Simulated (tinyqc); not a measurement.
Bandgap voltage reference from two bipolar transistors: output against temperature.

Two transistors of area 1 and N carry the same current I. Is(T) = Is (T/T0)^eta exp[(Vg0 q/kB)(1/T0 - 1/T)], VBE1 = Vt ln(I/Is(T)) + I rb, VBE2 = Vt ln(I/(N Is(T))) + I rb/N. The amplifier forces I R1(T) = VBE1 - VBE2 + Vos, with R(T) = R (1 + tc (T - T0)) for both resistors, and the output is Vref = VBE1 + I R2(T). Base currents and the Early effect are neglected.

Vt = kB T/q; I = (Vt ln N + Vos)/(R1(T) - rb (1 - 1/N)).

Parameters, values chosen for the exercise; values of the order met in silicon bipolar transistors:
- T0 = 323 K (reference temperature)
- Vg0 = 1.148 V (band-gap voltage extrapolated to 0 K)
- eta = 4.1 (temperature exponent of the saturation current)
- Is = 3.6e-17 A (saturation current of the unit transistor at T0)
- N = 24 (area ratio of the second transistor)
- R1 = 13 kohm (resistor across which the difference of VBE falls, at T0)
- tc = 0 ppm/K (temperature coefficient of both resistors)
- Vos = -2.3 mV (offset of the amplifier)
- rb = 0 ohm (series resistance of the unit transistor)
- R2 = 76.68 kohm (output resistor at T0)

Constants: q = 1.602176634e-19 C, kB = 1.380649e-23 J/K. Results are converted to the units shown.

Result of one run:
```
T (K),I (uA),VBE1 (V),I R2 (V),Vref (V),Vref - Vref(T0) (mV),dVref/dT (uV/K)
233,4.732,0.8608,0.3628,1.224,-6.557,118.9
```

What becomes of these results when the temperature T is changed from 233 to 273 K, all else the same?

Result of the changed run:
```
T (K),I (uA),VBE1 (V),I R2 (V),Vref (V),Vref - Vref(T0) (mV),dVref/dT (uV/K)
273,5.574,0.8001,0.4274,1.228,-2.671,76.52
```

The whole series:
```
T (K),I (uA),VBE1 (V),I R2 (V),Vref (V),Vref - Vref(T0) (mV),dVref/dT (uV/K)
218,4.416,0.8831,0.3386,1.222,-8.471,136.6
233,4.732,0.8608,0.3628,1.224,-6.557,118.9
253,5.153,0.8307,0.3951,1.226,-4.402,96.86
273,5.574,0.8001,0.4274,1.228,-2.671,76.52
298,6.101,0.7613,0.4678,1.229,-1.055,53.11
323,6.628,0.7220,0.5082,1.230,0,31.58
348,7.154,0.6821,0.5486,1.231,0.5375,11.66
373,7.681,0.6418,0.5890,1.231,0.5947,-6.872
398,8.208,0.6010,0.6294,1.230,0.2039,-24.20
423,8.734,0.5598,0.6697,1.230,-0.6067,-40.48
```

VBE1 falls by 1.58 mV/K on average and I R2 rises by 1.62 mV/K. The slope of Vref vanishes at T = 364 K. Between 233 and 398 K Vref spans 7.18 mV, or 35.4 ppm/K by the box method (span over the average over T, over 165 K).

Numbers from tinyqc (`OMP_NUM_THREADS=1 python tinyqc.py 2062064 2062065 out.jsonl`; about 0.02 s on one thread of a shared Intel Xeon 2.30GHz).
